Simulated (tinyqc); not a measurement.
Schottky barrier on an n-type semiconductor with a surface-enhanced doping, non-linear Poisson equation by Newton steps: two steps of the calculation.

One dimension, metal at x = 0, donor density C(x) = Nd + N0 exp(-x/Ls). Energies are counted from the electron Fermi level of the semiconductor and the conduction-band edge is Ec = -psi, so n = Nc exp(psi/Vt); holes follow the Fermi level of the metal, at -V, so p = Nv exp((V - psi - Eg)/Vt). Ends: psi(0) = V - phiB and psi = Vt ln(Nd/Nc) deep inside. Boltzmann statistics, full ionisation, no current, no image force in the Poisson equation.

Parameters, values chosen for the exercise; band and dielectric values those of a made-up semiconductor:
```
symbol    value   unit                                      meaning
T           300      K                                  temperature
Eg         2.04     eV                                     band gap
eps_r      13.8                               relative permittivity
Nc      2.05e19  cm^-3       conduction-band density of states at T
Nv      2.29e19  cm^-3          valence-band density of states at T
V          -3.7      V  bias of the metal against the semiconductor
```

Constants: q = 1.602176634e-19 C, kB = 1.380649e-23 J/K, Vt = kB T/q, eps0 = 8.8541878128e-14 F/cm where lengths are in cm. Results are converted to the units shown.

Task 1. Newton step. Solve the tridiagonal system a_(i-1) d_(i-1) + b_i d_i + a_i d_(i+1) = -F_i for nodes 1 to 9, with d = 0 on fixed nodes. Each component d is damped to sign(d) Vt ln(1 + |d|/Vt) before it is added.

coupling a_i, interval 0 to 9 (F/cm^2): 1.4044574e-7  1.1748826e-7  9.9339668e-8  8.3120947e-8  6.9821595e-8  5.8744131e-8  4.9669834e-8  4.0729264e-8  3.4910798e-8  2.9092331e-8

```
node  diagonal b (F/cm^2)  residual F (C/cm^2)
1           -2.5793400e-7         8.0548386e-8
2           -2.1682793e-7         4.5543937e-8
3           -1.8246061e-7         2.2501411e-8
4           -4.5945399e-7         1.7265292e-8
5           -3.0956169e-6       -5.8426615e-10
6           -3.6254929e-6        8.5859236e-10
7           -4.3201901e-6        1.7815842e-10
8           -5.1111055e-6        2.4882616e-11
9           -6.0290930e-6        2.4195645e-12
```

psi at the start, node 0 to 10 (V): -4.5800000  -3.2253092  -1.9314898  -0.8589392  -0.2276499  -0.1734489  -0.1734489  -0.1734489  -0.1734489  -0.1734489  -0.1734489

Give: Newton step d, before damping; psi after iteration 1.

Result 1.

Newton step d, before damping, node 1 to 9 (V): 0.73765  0.93384  0.70741  0.16610  0.00356  0.00030  0.00004  0.00001  0.00000
psi after iteration 1, node 0 to 10 (V): -4.5800  -3.1378  -1.8381  -0.7725  -0.1758  -0.1701  -0.1732  -0.1734  -0.1734  -0.1734  -0.1734

Task 2. Converged densities, field and barrier lowering. n and p as above; E_i = -(psi_(i+1) - psi_i)/h_i; at the metal |E_0| = |E on interval 0| + q rho_0 (h_0/2)/(eps0 eps_r), rho_0 = p_0 - n_0 + C_0; image-force lowering dphi = sqrt(q |E_0|/(4 pi eps0 eps_r)).

```
node  x (nm)  converged psi (V)  donor density C (cm^-3)
0          0         -4.5800000                  1.23e17
1         87         -2.5149330             7.7643296e16
2        191         -1.0575150             5.0045189e16
3        314         -0.2499444             3.5403168e16
4        461         -0.1723005             2.8640461e16
5        636         -0.1724049             2.6043010e16
6        844         -0.1731958             2.5236075e16
7       1090         -0.1734048             2.5040732e16
8       1390         -0.1734437             2.5004779e16
9       1740         -0.1734485             2.5000392e16
10      2160         -0.1734489             2.5000020e16
```

Give: n; p; field E; |E_0| at the metal; image-force lowering.

Result 2.

```
node  n (cm^-3)  p (cm^-3)
0     2.350e-58     0.7459
1     1.155e-23  1.517e-35
2         35.18  4.984e-60
3      1.297e15  1.352e-73
4      2.614e16  6.708e-75
5      2.603e16  6.735e-75
6      2.525e16  6.944e-75
7      2.504e16  7.001e-75
8      2.501e16  7.011e-75
9      2.500e16  7.013e-75
10     2.500e16  7.013e-75
```

field E, interval 0 to 9 (kV/cm): -237.4  -140.1  -65.7  -5.3  0.0  0.0  0.0  0.0  0.0  0.0
|E_0| at the metal = 307.5 kV/cm
image-force lowering = 56.65 mV

Numbers from tinyqc (`OMP_NUM_THREADS=1 python tinyqc.py 2020006 2020007 out.jsonl`; about 0.1 s on one thread of a shared Intel Xeon 2.30GHz).
